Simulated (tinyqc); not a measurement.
Inside a calculation: Koster-Slater impurity in an sp3s* host. Values are carried at full precision from step to step, so a last printed digit may differ when a step is redone from the rounded ones.

sp3s* tight binding, nearest neighbours only: anion (a) at 0, cation (c) at a/4 (1,1,1), orbitals s, px, py, pz, s* on each; k in units of 2 pi/a. With phases e_j = exp(i (pi/2) k.n_j) for n = (1,1,1), (1,-1,-1), (-1,1,-1), (-1,-1,1): g0 = (e1+e2+e3+e4)/4, g1 = (e1+e2-e3-e4)/4, g2 = (e1-e2+e3-e4)/4, g3 = (e1-e2-e3+e4)/4. The diagonal holds the levels Esa, Epa, Exa (s*) and Esc, Epc, Exc. Anion-cation block: <sa|sc> = Vss g0; <sa|xc> = Vsapc g1; <xa|sc> = -Vscpa g1; <xa|xc> = Vxx g0; <xa|yc> = <ya|xc> = Vxy g3, <xa|zc> = <za|xc> = Vxy g2, <ya|zc> = <za|yc> = Vxy g1; <s*a|xc> = Vxapc g1; <xa|s*c> = -Vpaxc g1; y and z take g2 and g3 in place of g1; s-s* and s*-s* vanish.

Values chosen for the exercise (out of a larger set: near a published set for GaAs; not measured data):
```
symbol  value                                                                                          unit  meaning
p       (-8.356, 1.044, -2.66, 3.659, 8.592, 6.739, -6.456, 1.961, 5.071, 4.467, 5.805, 4.854, 4.789)  eV    order Esa, Epa, Esc, Epc, Exa, Exc, Vss, Vxx, Vxy, Vsapc, Vscpa, Vxapc, Vpaxc
N       6                                                                                                    mesh
V       -4.4                                                                                           eV    shift of the s level
```

## The gap of the host

Gaps from the top of the valence band to Gamma, to the minimum on (x,0,0) from 0.5 to 1, and to L; the smallest is Eg.

top of the valence band on the scale of the parameters = -0.0054 eV

gaps (eV): Gamma 1.5537, Delta 2.0121, L 1.6969

Eg (smallest gap of the host) = 1.5537 eV

## Where the weight lies

A defect on a cation site (c) shifts the s level there by Vs or the three p levels by Vp and leaves the rest. A level in the gap solves 1/Vs = G_s(E) (symmetry A1) or 1/Vp = G_p(E) (T2, threefold), with G(E) = (1/N^3) sum over k and bands of w/(E - e), where w is the weight of the state on the s orbital of that site, or the mean weight on its px, py, pz. Mesh: k = f1 (-1,1,1) + f2 (1,-1,1) + f3 (1,1,-1), f = (j + 1/2)/N, j = 0 to N - 1. Energies from the top of the valence band at Gamma; the s* orbital of the site is left as it is. An infinite shift removes the s or p orbitals, the model of the ideal vacancy: G(E) = 0.

For each band: mean energy over the mesh and summed weights; each column of weights adds to one.

Bands:
```
band  mean energy (eV)  s weight  p weight
1              -10.860    0.1534    0.0199
2               -6.140    0.3762    0.0288
3               -2.269    0.0077    0.1164
4               -1.799    0.0027    0.1122
5                2.176    0.2354    0.1131
6                3.029    0.1726    0.0833
7                6.516    0.0002    0.2183
8                6.936    0.0003    0.2071
9                9.480    0.0488    0.0067
10              11.410    0.0028    0.0942
```

The filled bands hold 0.540 of the s orbital and 0.277 of each p orbital of the cation. Filled states add positive terms to G in the gap and empty ones negative terms.

## Green functions across the gap

G at nine energies E = Eg j/8.

G(E) (1/eV):
```
E (eV)       G_s       G_p
0.0000  -0.09509  -0.00444
0.1942  -0.11406  -0.03705
0.3884  -0.13589  -0.06129
0.5826  -0.16184  -0.08422
0.7768  -0.19379  -0.10815
0.9711  -0.23482  -0.13513
1.1653  -0.29055  -0.16817
1.3595  -0.37288  -0.21304
1.5537  -0.51563  -0.28471
```

Both fall with E, as dG/dE = -sum w/(E - e)^2 demands. G_s keeps its sign, so the vacancy has no level of this symmetry in the gap. G_p keeps its sign, so the vacancy has no level of this symmetry in the gap on this mesh; it nearly vanishes at an edge, where a finer mesh may put a level.

## A first estimate from the table

A defect that shifts the s level of its cation site by V has a level where the host Green function G_s(E) equals 1/V; E is counted from the top of the valence band. Find it by linear interpolation between the two rows that bracket it.

1/V = -0.22727 1/eV
estimated level = 0.935 eV

## The level and its weight on the defect

Solve by bisection with the full sum. The weight of the bound state on the shifted orbital is G^2/(-G'), which is also dE/dV.

level = 0.9392 eV
G'(E) = -0.23104 1/eV^2
weight on the defect orbital = 0.2236

The level lies 0.939 eV above the valence band and 0.615 eV below the conduction band. Only 22.4 % of it sits on the shifted orbital, the rest on other orbitals (the s* of the same site among them), so a shift of 1 eV moves the level by about 224 meV.

## Checks

- Sum of the s weights over all bands against one: both 1.00000.
- First moment of the s weights against the s level of the site, on the scale of the parameters: both -2.66000.

Computed by tinyqc, a small Python program: `OMP_NUM_THREADS=1 python tinyqc.py 1480371 1480372 out.jsonl` (the numbers bound the seed that draws the inputs); one thread of a shared host (Intel(R) Xeon(R) Processor @ 2.30GHz), about 0.01 s for the whole set of steps.
